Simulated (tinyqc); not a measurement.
Scale length and barrier from the threshold roll-off.

Problem. For L well above Lambda the threshold falls by 2 m sqrt(A (A + Vds)) exp(-pi L/(2 Lambda)), A being the height of the source potential over the barrier top; the two values follow this form. Find Lambda and A.

Inputs (values chosen for the exercise):
- m = 1 (long-channel body factor)
- Vds = 0.8 V (drain voltage)

threshold lowering at L = 29 and 46 nm (mV): 28.593026  4.5222271

Solution. The ratio of the two values gives Lambda; the prefactor gives A (A + Vds), a quadratic with one positive root.

Lambda = 14.5 nm
A = 0.120 V

Program tinyqc, `OMP_NUM_THREADS=1 python tinyqc.py 2420049 2420050 out.jsonl`; Intel Xeon 2.30GHz, shared host, one thread, about 0.01 s.
